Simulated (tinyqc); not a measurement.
# Critical temperature from a phonon spectrum: McMillan, Allen-Dynes and the linearised Eliashberg equation, step by step

A worked calculation. Computed by tinyqc, a small Python program that keeps every step. Command: `OMP_NUM_THREADS=1 python tinyqc.py 3008715 3008716 out.jsonl eliashberg walk`. One thread of a shared host (Intel(R) Xeon(R) Processor @ 2.30GHz), about 0.01 s of CPU time with the checks. Intermediate numbers are printed to about 7 digits and carried at full precision; extremes and crossings named in words are read from the listed rows.

alpha^2 F(omega) = sum_i (lambda_i omega_i/2) delta(omega - omega_i), so that lambda = 2 int alpha^2 F/omega d omega = sum_i lambda_i.

Inputs (values chosen for the exercise, for a model metal):

| quantity | value | unit |
|---|---|---|
| peak energy omega_1 | 9.86 | meV |
| coupling lambda_1 | 0.998 | - |
| Coulomb pseudopotential mu* | 0.15 | - |
| trial temperature | 7.37 | K |
| Matsubara points N in the small matrix | 3 | - |

Peaks in alpha^2 F: one.

Constants: k_B = 8.617333262e-05 eV/K.

## Moments of the spectrum

omega_log = exp(sum lambda_i ln omega_i / lambda); omega_rms = sqrt(sum lambda_i omega_i^2 / lambda).

lambda = 0.998

omega_log = 9.86 meV

omega_rms = 9.86 meV

## McMillan and Allen-Dynes

McMillan form: k_B T_c = (omega_log/1.2) exp[-1.04 (1 + lambda)/(lambda - mu* (1 + 0.62 lambda))]. Allen-Dynes multiplies it by f1 f2: f1 = [1 + (lambda/L1)^(3/2)]^(1/3), L1 = 2.46 (1 + 3.8 mu*); f2 = 1 + (omega_rms/omega_log - 1) lambda^2/(lambda^2 + L2^2), L2 = 1.82 (1 + 6.3 mu*) omega_rms/omega_log.

T_c, McMillan form = 6.086207 K

f1 = 1.041996

f2 = 1

T_c, Allen-Dynes = 6.341805 K

The two corrections raise T_c by 4.2 %.

## The small kernel at the trial temperature

Linearised Eliashberg equation at omega_n = (2n + 1) pi k_B T, n = 0..N-1: lambda(j) = sum_i lambda_i omega_i^2/(omega_i^2 + (2 pi j k_B T)^2); K_mn = lambda(m - n) + lambda(m + n + 1) - 2 mu*(N) - delta_mn [2m + 1 + lambda(0) + 2 sum_(j=1..m) lambda(j)], with 1/mu*(N) = 1/mu* + ln(omega_rms/omega_N), omega_N = (2N + 1) pi k_B T. T_c is where the largest eigenvalue rho of K is zero.

lambda(j), j = 0, 1, ...: 0.9980000  0.8575432  0.6029633  0.4033778  0.2756422  0.1958882

mu*(N) = 0.1582657

K:
```
           1          2          3
1  -0.458988   1.143975   0.689810
2   1.143975  -4.628240   0.816654
3   0.689810   0.816654  -8.041656
```

## Largest eigenvalue of the small kernel

K is the kernel of the linearised Eliashberg equation on the Matsubara points omega_n = (2n + 1) pi k_B T; T_c is where its largest eigenvalue rho is zero. Diagonalise K; at rho = 0 the eigenvector c is the gap function Delta_n/omega_n up to a factor; away from it Delta_n/Delta_0 = (2n + 1) c_n/c_0 is only an estimate.

largest eigenvalue rho = -0.06961103

Delta_n/Delta_0: 1.000000  0.814288  0.571669

rho < 0: in this small matrix the trial temperature lies above T_c.

## Critical temperature from the full kernel

N is the smallest integer at or above 8 omega_max/(2 pi k_B T_AD), omega_max the highest peak and T_AD the Allen-Dynes value.

N used = 23

T_c, Eliashberg = 6.098885 K

k_B T_c/omega_log = 0.05330236

Allen-Dynes/Eliashberg = 1.039830

McMillan/Eliashberg = 0.9979212

## Scaling the whole coupling

All lambda_i are multiplied by s. The last column is the large-lambda limit for mu* = 0, k_B T_c = 0.1827 omega_rms sqrt(lambda).

T_c (K):

| s | lambda | McMillan | Allen-Dynes | Eliashberg | large-lambda limit |
|---|---|---|---|---|---|
| 0.6 | 0.5988 | 1.38797 | 1.41565 | 1.30916 | 16.17646 |
| 0.8 | 0.7984 | 3.66922 | 3.78075 | 3.57549 | 18.67897 |
| 1.0 | 0.9980 | 6.08621 | 6.34181 | 6.09889 | 20.88372 |
| 1.3 | 1.2974 | 9.30445 | 9.87287 | 9.62788 | 23.81110 |
| 1.7 | 1.6966 | 12.65737 | 13.78274 | 13.57276 | 27.22904 |
| 2.3 | 2.2954 | 16.17669 | 18.34397 | 18.29115 | 31.67173 |
| 3.2 | 3.1936 | 19.48510 | 23.48949 | 23.75939 | 37.35793 |

McMillan/Eliashberg runs from 1.06 at lambda = 0.60 to 0.82 at 3.19: the exponential form levels off at large lambda, while the true T_c keeps rising (exponent 0.79 between the last rows, tending to 1/2). Allen-Dynes stays within about 8 % over the table. The last row reaches 64 % of the mu* = 0 limit; with mu* above zero T_c stays below that line at any lambda.

## Isotope exponent

T_c ~ M^(-a). All omega_i scale as M^(-1/2) at fixed lambda, but mu* = mu/(1 + mu ln(E_F/omega)) changes: d mu*/d ln omega = mu*^2. In the McMillan form a = (1/2) [1 - 1.04 (1 + lambda)(1 + 0.62 lambda) mu*^2/(lambda - mu* (1 + 0.62 lambda))^2].

isotope exponent a = 0.4336477

The Coulomb term lowers the exponent below 1/2: lighter ions raise the prefactor but also mu*.

Checks made by the program: one-point kernel at mu* = 0: rho = lambda(1) - 1 (relative difference below 1e-10); T_c against the Allen-Dynes fit (relative difference 4e-02).
